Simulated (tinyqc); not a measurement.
# Polycrystalline film, grain-boundary barriers (Seto model): what changes with what

One-dimensional grains of size Lg with donors N; each boundary has Qt acceptor-like traps per area at one level Et below the band edge. Trapped electrons qt deplete a width w = qt/N (both sides together) and raise a barrier Vb = q N w^2/(8 eps0 eps_r). Current crosses the barriers by thermionic emission at small bias. Abrupt depletion, full ionisation, Boltzmann statistics.

Parameters, values chosen for the exercise; values close to those of polycrystalline silicon: temperature T = 300 K; relative permittivity of the semiconductor eps_r = 11.7; grain size Lg = 400 nm; trap density at a boundary Qt = 1.3e12 cm^-2; donor density N = 2.4e17 cm^-3; mobility inside a grain mg = 130 cm^2/(V s); collection velocity at the barrier vc = 3.4e6 cm/s; conduction-band density of states at T Nc = 2.8e19 cm^-3; trap level below the band edge Et = 0.55 eV.

Constants: q = 1.602176634e-19 C, kB = 1.380649e-23 J/K, Vt = kB T/q, eps0 = 8.8541878128e-14 F/cm where lengths are in cm. Results are converted to the units shown.

Each table varies one quantity; the others keep the values above.

## Effect of the trap density at a boundary

Partly depleted grains: the density at the grain centre is n0 = N and qt = Qt/(1 + 2 (Nc/N) exp((Vb - Et)/Vt)). If that gives qt >= N Lg, the grains are fully depleted: qt = N Lg, w = Lg and n0 = 2 Nc exp((Vb - Et)/Vt)/(Qt/(N Lg) - 1). Resistivity: barriers rb = Vt exp(Vb/Vt)/(q n0 vc Lg), grain interior rg = (1 - w/Lg)/(q mg N); effective mobility 1/(q N (rb + rg)).

The same in every row: n0 (cm^-3) = 2.400e17.

Result of one run:
```
Qt (cm^-2)    w/Lg  Vb (V)  resistivity (ohm cm)
3.2e12      0.2288  0.3888               1.680e4
```

What becomes of these results when the trap density at a boundary Qt is changed from 3.2e12 to 2.2e11 cm^-2, all else the same?

Result of the changed run:
```
Qt (cm^-2)     w/Lg    Vb (V)  resistivity (ohm cm)
2.2e11      0.02292  0.003899                0.2012
```

The whole series:
```
Qt (cm^-2)     w/Lg    Vb (V)  resistivity (ohm cm)
2.2e11      0.02292  0.003899                0.2012
3.2e11      0.03333  0.008248                0.2002
4.7e11      0.04896   0.01779                0.2001
6.9e11      0.07187   0.03835                0.2075
1e12         0.1042   0.08055                0.2907
1.5e12       0.1562    0.1812                 5.637
2.2e12       0.2141    0.3404                  2583
3.2e12       0.2288    0.3888               1.680e4
```

As Qt goes from 2.2e11 to 3.2e12 cm^-2, the barrier rises from 0.00390 to 0.389 V and the resistivity goes from 0.201 through a minimum of 0.200 (at Qt = 4.7e11 cm^-2 among the rows listed) to 16800 ohm cm. The grains are fully depleted in 0 of the 8 rows. For Qt = 2.2e11 to 6.9e11 cm^-2 the barrier is under 2 Vt, where the depletion and emission pictures are rough.

## Effect of the grain size

Same model as above.

The same in every row: Vb (V) = 0.1361; n0 (cm^-3) = 2.400e17.

Result of one run:
```
Lg (nm)    w/Lg  resistivity (ohm cm)
80       0.6771                 4.849
```

What becomes of these results when the grain size Lg is changed from 80 to 340 nm, all else the same?

Result of the changed run:
```
Lg (nm)    w/Lg  resistivity (ohm cm)
340      0.1593                 1.294
```

The whole series:
```
Lg (nm)     w/Lg  resistivity (ohm cm)
80        0.6771                 4.849
130       0.4167                 3.061
210       0.2579                 1.971
340       0.1593                 1.294
560      0.09672                0.8642
910      0.05952                0.6087
1500     0.03611                0.4480
2400     0.02257                0.3550
```

As Lg goes from 80 to 2400 nm, the barrier stays at 0.136 V and the resistivity falls from 4.85 to 0.355 ohm cm. The grains are fully depleted in 0 of the 8 rows.

Computed by the program tinyqc: `OMP_NUM_THREADS=1 python tinyqc.py 2610138 2610139 out.jsonl`, one thread of a shared Intel Xeon 2.30GHz, about 0.01 s for the whole run.
